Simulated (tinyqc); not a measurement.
Gap and screening length from two transmissions.

Question. At the source junction of a tunnel FET, T(w) = exp(-S), S = 2 pi lam sqrt(m/(C Eg)) [w + Eg/2 - sqrt(w (w + Eg))], C = hbar^2/(2 m0). Find Eg (between 0.1 and 3 eV) and lam.

Values chosen for this exercise: band-edge mass of the two-band model m = 0.024 m0.

Constants: q = 1.602176634e-19 C, hbar = 1.054571817e-34 J s, m0 = 9.1093837015e-31 kg, hbar^2/(2 m0) = 0.0380998212 eV nm^2. Results are converted to the units shown.

T(w) at w = 0.07 and 0.31 eV: 0.15203611  0.43161789

Solution. The ratio of the two exponents depends on Eg alone and falls steadily with it, which fixes Eg; either exponent then gives lam.

ratio of the two S = 2.24
Eg = 0.355 eV
lam = 3.00 nm

tinyqc, about 0.01 s, one thread, Intel Xeon 2.30GHz (shared host): `OMP_NUM_THREADS=1 python tinyqc.py 2620039 2620040 out.jsonl`
